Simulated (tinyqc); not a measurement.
Inside a calculation. Method: coupled-perturbed Hartree-Fock on RHF in the sto-3g basis, for BeH+, spin multiplicity 1. Computed by tinyqc, a small Python program that keeps every step (integrals from PySCF). Settings: charge = 1, multiplicity = 1, basis = sto-3g, method = RHF, energy threshold = 1e-10, iteration cap = 70, orthogonalisation = canonical, start = atomic densities, DIIS depth = 6. Command: `OMP_NUM_THREADS=1 python tinyqc.py 24381 24382 out.jsonl` (the two numbers bound the seeds that draw the settings). One thread of a shared host (Intel(R) Xeon(R) Processor @ 2.60GHz), about 0.2 s of CPU time with the checks. The early iterations of the SCF are left out here.

## One-electron integrals

Geometry (angstrom):
```
atom,x,y,z
Be,0.000000,0.000000,0.000000
H,0.000000,0.000000,1.593000
```

Basis sto-3g: exponents (1/bohr^2) and contraction coefficients of normalised primitives:
```
element,l (shell),exponent,coefficient
Be,s (1),30.167871,0.154329
Be,s (1),5.495115,0.535328
Be,s (1),1.487193,0.444635
Be,s (2),1.314833,-0.099967
Be,s (2),0.305539,0.399513
Be,s (2),0.099371,0.700115
Be,p (3),1.314833,0.155916
Be,p (3),0.305539,0.607684
Be,p (3),0.099371,0.391957
H,s (1),3.425251,0.154329
H,s (1),0.623914,0.535328
H,s (1),0.168855,0.444635
```

Overlap, kinetic and nuclear-attraction integrals over the contracted functions; the nuclear repulsion is the sum of Za Zb / Rab.

nuclear repulsion = 1.32875634 hartree

overlap S:
```
,1Be 1s,1Be 2s,1Be 2px,1Be 2py,1Be 2pz,2H 1s
1Be 1s,1.000000,0.259517,0.000000,0.000000,0.000000,0.039874
1Be 2s,0.259517,1.000000,0.000000,0.000000,0.000000,0.362292
1Be 2px,0.000000,0.000000,1.000000,0.000000,0.000000,0.000000
1Be 2py,0.000000,0.000000,0.000000,1.000000,0.000000,0.000000
1Be 2pz,0.000000,0.000000,0.000000,0.000000,1.000000,0.446244
2H 1s,0.039874,0.362292,0.000000,0.000000,0.446244,1.000000
```

kinetic energy T (hartree):
```
,1Be 1s,1Be 2s,1Be 2px,1Be 2py,1Be 2pz,2H 1s
1Be 1s,6.693975,-0.033012,0.000000,0.000000,0.000000,-0.011186
1Be 2s,-0.033012,0.211111,0.000000,0.000000,0.000000,0.035993
1Be 2px,0.000000,0.000000,0.660592,0.000000,0.000000,0.000000
1Be 2py,0.000000,0.000000,0.000000,0.660592,0.000000,0.000000
1Be 2pz,0.000000,0.000000,0.000000,0.000000,0.660592,0.118490
2H 1s,-0.011186,0.035993,0.000000,0.000000,0.118490,0.760032
```

nuclear attraction V (hartree):
```
,1Be 1s,1Be 2s,1Be 2px,1Be 2py,1Be 2pz,2H 1s
1Be 1s,-14.893281,-1.985454,0.000000,0.000000,-0.012736,-0.304610
1Be 2s,-1.985454,-2.635013,0.000000,0.000000,-0.119544,-0.903607
1Be 2px,0.000000,0.000000,-2.586866,0.000000,0.000000,0.000000
1Be 2py,0.000000,0.000000,0.000000,-2.586866,0.000000,0.000000
1Be 2pz,-0.012736,-0.119544,0.000000,0.000000,-2.675688,-1.091753
2H 1s,-0.304610,-0.903607,0.000000,0.000000,-1.091753,-2.551789
```

core Hamiltonian H = T + V (hartree):
```
,1Be 1s,1Be 2s,1Be 2px,1Be 2py,1Be 2pz,2H 1s
1Be 1s,-8.199306,-2.018467,0.000000,0.000000,-0.012736,-0.315795
1Be 2s,-2.018467,-2.423902,0.000000,0.000000,-0.119544,-0.867614
1Be 2px,0.000000,0.000000,-1.926274,0.000000,0.000000,0.000000
1Be 2py,0.000000,0.000000,0.000000,-1.926274,0.000000,0.000000
1Be 2pz,-0.012736,-0.119544,0.000000,0.000000,-2.015096,-0.973264
2H 1s,-0.315795,-0.867614,0.000000,0.000000,-0.973264,-1.791757
```

## Two-electron integrals

Functions are numbered as in S; the eight-fold symmetry (ij|kl) = (ji|kl) = (kl|ij) leaves the list below.

Two-electron integrals (ij|kl) in chemists' order, unique and non-zero (hartree):
```
i,j,k,l,(ij|kl)
1,1,1,1,2.298831
2,1,1,1,0.392036
2,1,2,1,0.079539
2,2,1,1,0.570988
2,2,2,1,0.143041
2,2,2,2,0.417683
3,1,3,1,0.014607
3,2,3,1,0.021888
3,2,3,2,0.092265
3,3,1,1,0.569578
3,3,2,1,0.143083
3,3,2,2,0.417589
3,3,3,3,0.449859
4,1,4,1,0.014607
4,2,4,1,0.021888
4,2,4,2,0.092265
4,3,4,3,0.024249
4,4,1,1,0.569578
4,4,2,1,0.143083
4,4,2,2,0.417589
4,4,3,3,0.401360
4,4,4,4,0.449859
5,1,5,1,0.014607
5,2,5,1,0.021888
5,2,5,2,0.092265
5,3,5,3,0.024249
5,4,5,4,0.024249
5,5,1,1,0.569578
5,5,2,1,0.143083
5,5,2,2,0.417589
5,5,3,3,0.401360
5,5,4,4,0.401360
5,5,5,5,0.449859
6,1,1,1,0.059456
6,1,2,1,0.012056
6,1,2,2,0.021873
6,1,3,3,0.021725
6,1,4,4,0.021725
6,1,5,1,0.001060
6,1,5,2,0.002008
6,1,5,5,0.022181
6,1,6,1,0.001915
6,2,1,1,0.161394
6,2,2,1,0.041115
6,2,2,2,0.133114
6,2,3,3,0.127866
6,2,4,4,0.127866
6,2,5,1,0.005343
6,2,5,2,0.034386
6,2,5,5,0.143487
6,2,6,1,0.006895
6,2,6,2,0.066397
6,3,3,1,0.003540
6,3,3,2,0.017126
6,3,5,3,0.005763
6,3,6,3,0.005638
6,4,4,1,0.003540
6,4,4,2,0.017126
6,4,5,4,0.005763
6,4,6,4,0.005638
6,5,1,1,0.179812
6,5,2,1,0.046322
6,5,2,2,0.157019
6,5,3,3,0.147759
6,5,4,4,0.147759
6,5,5,1,0.008580
6,5,5,2,0.053159
6,5,5,5,0.175378
6,5,6,1,0.008068
6,5,6,2,0.088552
6,5,6,5,0.121183
6,6,1,1,0.331107
6,6,2,1,0.085778
6,6,2,2,0.312361
6,6,3,3,0.290203
6,6,4,4,0.290203
6,6,5,1,0.012283
6,6,5,2,0.104546
6,6,5,5,0.356380
6,6,6,1,0.014650
6,6,6,2,0.202935
6,6,6,5,0.285850
6,6,6,6,0.774606
```

## Orthogonalisation

S = U s U^T; canonical form X = U s^(-1/2), so that X^T S X = 1. Each column of U has its largest component positive (the first on a tie).

eigenvalues of S: 0.410008  0.795551  1.000000  1.000000  1.181353  1.613089

X:
```
,1,2,3,4,5,6
1Be 1s,0.266825,0.780956,0.000000,0.000000,0.596212,0.201777
1Be 2s,-0.769873,-0.579537,0.000000,0.000000,0.447815,0.395942
1Be 2px,0.000000,0.000000,-0.279412,0.960171,0.000000,0.000000
1Be 2py,0.000000,0.000000,0.960171,0.279412,0.000000,0.000000
1Be 2pz,-0.803709,0.507187,0.000000,0.000000,-0.499305,0.382489
2H 1s,1.062606,-0.232370,0.000000,0.000000,-0.202916,0.525496
```

Within a degenerate level the vectors are fixed only up to a rotation; this is one choice.

## Iteration 8 (converged): orbitals

converged F (hartree):
```
,1Be 1s,1Be 2s,1Be 2px,1Be 2py,1Be 2pz,2H 1s
1Be 1s,-5.003760,-1.406027,0.000000,0.000000,0.017282,-0.219548
1Be 2s,-1.406027,-0.858166,0.000000,0.000000,-0.119082,-0.455045
1Be 2px,0.000000,0.000000,-0.133266,0.000000,0.000000,0.000000
1Be 2py,0.000000,0.000000,0.000000,-0.133266,0.000000,0.000000
1Be 2pz,0.017282,-0.119082,0.000000,0.000000,-0.276609,-0.384884
2H 1s,-0.219548,-0.455045,0.000000,0.000000,-0.384884,-0.468108
```

Diagonalise F' = X^T F X, C = X C', fill 2 alpha and 2 beta electrons from the bottom; D = 2 C_occ C_occ^T. Each column has its largest component positive (the first on a tie).

F' = X^T F X (hartree):
```
,1,2,3,4,5,6
1,0.128187,-0.400995,0.000000,0.000000,-0.319744,-0.121461
2,-0.400995,-2.032154,0.000000,0.000000,-2.074048,-0.816733
3,0.000000,0.000000,-0.133266,0.000000,0.000000,0.000000
4,0.000000,0.000000,0.000000,-0.133266,0.000000,0.000000
5,-0.319744,-2.074048,0.000000,0.000000,-2.689011,-1.104459
6,-0.121461,-0.816733,0.000000,0.000000,-1.104459,-1.156693
```

orbital energies (hartree): MO1 -5.006575, MO2 -0.688612, MO3 -0.257486, MO4 -0.133266, MO5 -0.133266, MO6 0.203002

coefficients C:
```
,MO1,MO2,MO3,MO4,MO5,MO6
1Be 1s,0.992951,-0.193723,-0.200642,0.000000,0.000000,0.116329
1Be 2s,0.026406,0.607529,0.750050,0.000000,0.000000,-0.594569
1Be 2px,0.000000,0.000000,0.000000,-0.364099,0.931360,0.000000
1Be 2py,0.000000,0.000000,0.000000,0.931360,0.364099,0.000000
1Be 2pz,-0.001874,0.276961,-0.615388,0.000000,0.000000,-0.918356
2H 1s,-0.002785,0.495074,-0.300080,0.000000,0.000000,1.079488
```

D after iteration 8:
```
,1Be 1s,1Be 2s,1Be 2px,1Be 2py,1Be 2pz,2H 1s
1Be 1s,2.046961,-0.182946,0.000000,0.000000,-0.111030,-0.197345
1Be 2s,-0.182946,0.739578,0.000000,0.000000,0.336424,0.601397
1Be 2px,0.000000,0.000000,0.000000,0.000000,0.000000,0.000000
1Be 2py,0.000000,0.000000,0.000000,0.000000,0.000000,0.000000
1Be 2pz,-0.111030,0.336424,0.000000,0.000000,0.153422,0.274243
2H 1s,-0.197345,0.601397,0.000000,0.000000,0.274243,0.490212
```

Within a degenerate level the vectors are fixed only up to a rotation; this is one choice.

## Convergence

Stop when the energy changes by less than 1e-10 hartree and every element of the error matrix X^T (F D S - S D F) X is below 3e-06.

Course of the cycle:
```
iteration,E (hartree),change,largest element of the error matrix
1,-12.62728957,-,2.27e-01
2,-14.61762287,-1.99e+00,8.94e-02
3,-14.64106100,-2.34e-02,2.90e-02
4,-14.64392514,-2.86e-03,8.38e-03
5,-14.64424304,-3.18e-04,9.30e-04
6,-14.64424567,-2.64e-06,1.20e-05
7,-14.64424567,-2.26e-10,8.21e-07
8,-14.64424567,-6.59e-13,5.12e-08
```

PySCF RHF in the same basis = -14.64424567 hartree

Converged in 8 iterations.

## Integrals over molecular orbitals

(pq|rs) = sum C_ip C_jq C_kr C_ls (ij|kl), one index at a time.

one-electron integrals over orbitals h = C^T H C (hartree):
```
,1,2,3,4,5,6
1,-8.189755,0.166648,0.199399,0.000000,0.000000,-0.072356
2,0.166648,-2.088060,-0.028781,0.000000,0.000000,0.209628
3,0.199399,-0.028781,-1.910366,0.000000,0.000000,-0.065350
4,0.000000,0.000000,0.000000,-1.926274,0.000000,0.000000
5,0.000000,0.000000,0.000000,0.000000,-1.926274,0.000000
6,-0.072356,0.209628,-0.065350,0.000000,0.000000,-1.639750
```

Two-electron integrals over orbitals (pq|rs), unique and non-zero (hartree):
```
p,q,r,s,(pq|rs)
1,1,1,1,2.275558
2,1,1,1,-0.167169
2,1,2,1,0.020775
2,2,1,1,0.464198
2,2,2,1,0.000521
2,2,2,2,0.491826
3,1,1,1,-0.173287
3,1,2,1,0.016847
3,1,2,2,-0.015843
3,1,3,1,0.027121
3,2,1,1,0.056689
3,2,2,1,-0.005574
3,2,2,2,-0.067750
3,2,3,1,0.002217
3,2,3,2,0.046970
3,3,1,1,0.541853
3,3,2,1,-0.012001
3,3,2,2,0.321632
3,3,3,1,0.003448
3,3,3,2,0.033059
3,3,3,3,0.449671
4,1,4,1,0.015592
4,2,4,1,0.013669
4,2,4,2,0.043895
4,3,4,1,0.013924
4,3,4,2,0.032648
4,3,4,3,0.050442
4,4,1,1,0.569237
4,4,2,1,-0.005994
4,4,2,2,0.357010
4,4,3,1,-0.006100
4,4,3,2,0.028651
4,4,3,3,0.392547
4,4,4,4,0.449859
5,1,5,1,0.015592
5,2,5,1,0.013669
5,2,5,2,0.043895
5,3,5,1,0.013924
5,3,5,2,0.032648
5,3,5,3,0.050442
5,4,5,4,0.024249
5,5,1,1,0.569237
5,5,2,1,-0.005994
5,5,2,2,0.357010
5,5,3,1,-0.006100
5,5,3,2,0.028651
5,5,3,3,0.392547
5,5,4,4,0.401360
5,5,5,5,0.449859
6,1,1,1,0.094247
6,1,2,1,-0.015212
6,1,2,2,-0.009939
6,1,3,1,-0.003281
6,1,3,2,0.007473
6,1,3,3,0.016373
6,1,4,4,0.002235
6,1,5,5,0.002235
6,1,6,1,0.017313
6,2,1,1,-0.131513
6,2,2,1,0.002013
6,2,2,2,0.038186
6,2,3,1,0.007730
6,2,3,2,-0.050785
6,2,3,3,-0.021530
6,2,4,4,-0.064153
6,2,5,5,-0.064153
6,2,6,1,0.003210
6,2,6,2,0.121172
6,3,1,1,0.061964
6,3,2,1,-0.003332
6,3,2,2,-0.056323
6,3,3,1,0.005287
6,3,3,2,0.041590
6,3,3,3,0.055874
6,3,4,4,0.026295
6,3,5,5,0.026295
6,3,6,1,0.007107
6,3,6,2,-0.054260
6,3,6,3,0.058286
6,4,4,1,-0.008279
6,4,4,2,-0.027987
6,4,4,3,-0.011297
6,4,6,4,0.024288
6,5,5,1,-0.008279
6,5,5,2,-0.027987
6,5,5,3,-0.011297
6,5,6,5,0.024288
6,6,1,1,0.495788
6,6,2,1,-0.001162
6,6,2,2,0.494830
6,6,3,1,-0.014342
6,6,3,2,-0.069694
6,6,3,3,0.349019
6,6,4,4,0.360565
6,6,5,5,0.360565
6,6,6,1,-0.007309
6,6,6,2,0.068386
6,6,6,3,-0.059334
6,6,6,6,0.534486
```

## Response to a field: uncoupled start

dipole integrals <a|z|i> (bohr):
```
,i1,i2
a3,-0.098424,-0.942675
a4,0.000000,0.000000
a5,0.000000,0.000000
a6,-0.108001,0.814917
```

Field along z; U_ai = -mu_ai / (e_a - e_i), alpha = -4 sum U_ai mu_ai.

uncoupled U:
```
,i1,i2
a3,0.020725,2.186539
a4,0.000000,0.000000
a5,0.000000,0.000000
a6,0.020731,-0.913980
```

uncoupled polarisability = 11.241163 bohr^3

## Coupled step 1

U_ai = -(mu_ai + sum_bj [4 (ai|bj) - (ab|ij) - (aj|bi)] U_bj) / (e_a - e_i); alpha = -4 sum U_ai mu_ai.

U after step 1:
```
,i1,i2
a3,0.019614,2.897398
a4,0.000000,0.000000
a5,0.000000,0.000000
a6,0.013977,-0.813954
```

polarisability = 13.592194 bohr^3

## Coupled step 2

As before.

U after step 2:
```
,i1,i2
a3,0.016048,3.218109
a4,0.000000,0.000000
a5,0.000000,0.000000
a6,0.009700,-0.722543
```

polarisability = 14.500279 bohr^3

## Coupled polarisability

Repeat until U stops changing; compare with -d2E/dF2.

Course of the coupled iterations:
```
step,alpha (bohr^3)
0,11.241163
1,13.592194
2,14.500279
3,14.926719
4,15.134519
5,15.236404
6,15.286409
7,15.310955
8,15.323005
9,15.328920
10,15.331824
11,15.333250
...,...
16,15.334585
17,15.334605
18,15.334615
19,15.334619
20,15.334622
21,15.334623
22,15.334623
23,15.334624
24,15.334624
25,15.334624
26,15.334624
27,15.334624
```

coupled polarisability = 15.334624 bohr^3

finite-field check, fields of +/-0.001 au = 15.334993 bohr^3
